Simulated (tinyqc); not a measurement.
Inside a calculation. Model: Heisenberg spin cluster by exact diagonalisation: multiplets, susceptibility, level crossings. Computed by tinyqc, a small Python program that keeps every step. Command: `OMP_NUM_THREADS=1 python tinyqc.py 3029586 3029587 out.jsonl spincl walk`. One thread of a shared host (Intel(R) Xeon(R) Processor @ 2.30GHz), about 0.01 s of CPU time with the checks. Intermediate numbers are printed to about 5 digits and carried at full precision; extremes and crossings named in words are read from the listed rows.

H = J1 sum S_i.S_j over the bonds 1-2, 2-3, 3-4, 4-5, 5-6, 6-1 + J2 sum over 1-3, 2-4, 3-5, 4-6, 5-1, 6-2 - g mu_B B S_z; J > 0 is antiferromagnetic.

Inputs (values chosen for the exercise, for a model cluster):
```
quantity       value  unit
exchange J1    0.884   meV
exchange J2     0.42   meV
g factor        2.02     -
temperature T    2.5     K
field B          1.2     T
```

Cluster: ring of six with second neighbours J2. Spin s of each site: 0.5.

Constants: k_B = 8.617333262e-05 eV/K; mu_B = 5.7883818060e-05 eV/T.

## Multiplets

Every multiplet has one member in the block S_z = 0; diagonalise it and read the total spin from <S^2> = S (S + 1).

Levels at B = 0:
```
E (meV)  total S  number of multiplets
-2.0091        0                     1
-1.9560        0                     1
-1.5515        1                     1
-1.3711        1                     2
-1.0720        0                     2
-0.8840        1                     2
-0.2165        1                     1
-0.1880        1                     1
0.0000         2                     2
0.1880         2                     1
0.2411         0                     1
0.2991         1                     2
0.8840         2                     2
1.9560         3                     1
```

ground energy = -2.0091 meV

gap to the next level = 0.053110 meV

The ground state has S = 0; the next level has S = 0. The highest spin, S = 3, lies at 1.956 meV, s^2 times the sum of all J, s the spin of a site.

## Thermal averages at zero field

Z = sum k (2S + 1) exp(-E/(k_B T)) over the table, k the number of multiplets; <S^2> likewise with the factor S (S + 1); chi T = N_A g^2 mu_B^2 <S^2>/(3 k_B) = 0.125049 g^2 <S^2> cm^3 K/mol (cgs, per mole of clusters); C = (<E^2> - <E>^2)/(k_B T)^2; entropy = ln Z + <E>/(k_B T).

<S^2> = 0.56241

chi T = 0.28697 cm^3 K/mol

heat capacity = 1.6260 k_B

entropy = 1.7884 k_B

Free spins would give <S^2> = 4.5 and the entropy 4.159 k_B; chi T is 12 % of the free value.

## Magnetisation in the field

Each multiplet splits as E - g mu_B B m; <S_z> is the Boltzmann mean. The first level crossing is at the smallest (E_S - E_0)/(g mu_B (S - S_0)) over higher spins (0 if the ground state has the highest spin).

<S_z> = 0.12584

first crossing field = 3.9139 T

Linear response would give g mu_B B <S^2>/(3 k_B T) = 0.122.

## Susceptibility against the Curie-Weiss form

High-temperature form: chi T = C0/(1 - theta/T), C0 = 0.125049 g^2 n s (s + 1), k_B theta = -(2/3) s (s + 1) (sum of J over bonds)/n, n = 6; a dash where T <= 1.05 theta.

theta = -7.5661 K

Against temperature:
```
T (K)  chi T (cm^3 K/mol)  Curie-Weiss  chi (cm^3/mol)  C (k_B)
1.0                0.0121       0.2680         0.01210   0.4532
2.1                0.2002       0.4988         0.09533   1.5832
3.6                0.4813       0.7403         0.13371   1.4837
6.2                0.7891       1.0341         0.12727   1.2541
10.0               1.1137       1.3071         0.11137   0.8483
16.0               1.4371       1.5589         0.08982   0.4385
26.0               1.7149       1.7786         0.06596   0.1896
41.0               1.9074       1.9384         0.04652   0.0808
82.0               2.0929       2.1022         0.02552   0.0210
160.0              2.1898       2.1924         0.01369   0.0056
```

The Curie-Weiss form is within 3 % in the last 3 rows. chi passes a maximum, at 3.6 K among these rows, the mark of a singlet ground state; among these rows C is largest at 2.1 K, and the gap is 0.616 K.

Checks made by the program: the trace of H and the count of states (relative difference below 1e-10).
